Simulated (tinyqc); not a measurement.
Line shape against size: Raman line shape of confined optical phonons and breathing modes of small crystals. Computed by tinyqc, a small Python program. Command: `OMP_NUM_THREADS=1 python tinyqc.py 3021508 3021509 out.jsonl confine walk`. One thread of a shared host (Intel(R) Xeon(R) Processor @ 2.30GHz), about 0.02 s of CPU time with the checks.

Confinement in 3 direction(s) lets phonons with q away from zero scatter light. q is in units of 2 pi/a, from 0 to 1, and the branch is isotropic: omega(q)^2 = (omega_0^2 + omega_X^2)/2 + ((omega_0^2 - omega_X^2)/2) cos(pi q). The model and its constant beta are phenomenological; beta = 8 is the common choice.

Inputs (values chosen for the exercise, modelled on diamond): bulk frequency omega_0 = 1331 1/cm; frequency at the zone boundary omega_X = 1210 1/cm; natural width Gamma_0 = 1.8 1/cm; lattice constant a = 3.567 angstrom; size L = 5.4 nm; confinement constant beta = 8.

Shape: sphere.

Method:
- Weight W(q) = q^2 exp(-(2 L q/a)^2/(2 beta)) dq, that is exp(-k^2 L^2/(2 beta pi^2)) for k = 2 pi q/a.
- Width q_c = a sqrt(2 beta)/(2 L), where the exponential falls to 1/e; curvature of the branch: omega(q) = omega_0 - c q^2, c = pi^2 (omega_0^2 - omega_X^2)/(8 omega_0); for small q_c the mean of q^2 is (number of confined directions) q_c^2/2, and the mean shift is -c times that.
- I(omega) = int W(q) / [(omega - omega(q))^2 + (Gamma_0/2)^2] dq / int W dq x (Gamma_0/2)^2, by 400 Gauss-Legendre points on 0 < q < min(1, 2.5 a sqrt(2 beta)/L).
- The peak is the maximum of I; the width is taken between the half-maximum points, and the asymmetry is the low-side half-width over the high-side one.

mean shift, quadratic estimate = -7.46091 1/cm

Line shape:
```
L (nm)  peak shift (1/cm)  full width (1/cm)  asymmetry  mean shift, quadratic estimate (1/cm)
3                 -9.3515             30.066     2.6299                                -24.173
3.6               -6.5956              21.25      2.618                                -16.787
4.4               -4.5831             14.662     2.5404                                -11.238
5.5               -3.1294             9.8884     2.3812                                -7.1921
7                 -2.1245              6.662     2.1405                                -4.4400
10                -1.2419             4.0299     1.7317                                -2.1756
15               -0.68548             2.6506      1.338                               -0.96693
25               -0.30615             1.9993     1.0748                               -0.34810
```

What follows from these numbers?

The peak shift falls with exponent -1.91 at the small end and -1.58 at the large end. For still larger L it tends to the mean shift, which goes as 1/L^2; the ratio is 0.39 in the first row and 0.88 in the last. The width exceeds Gamma_0 by over 10 % for L up to 25 nm. In a sphere the factor q^2 removes the weight at q = 0, so the peak itself moves strongly.

Extremes, crossings and ranges named in words are read from the listed rows.
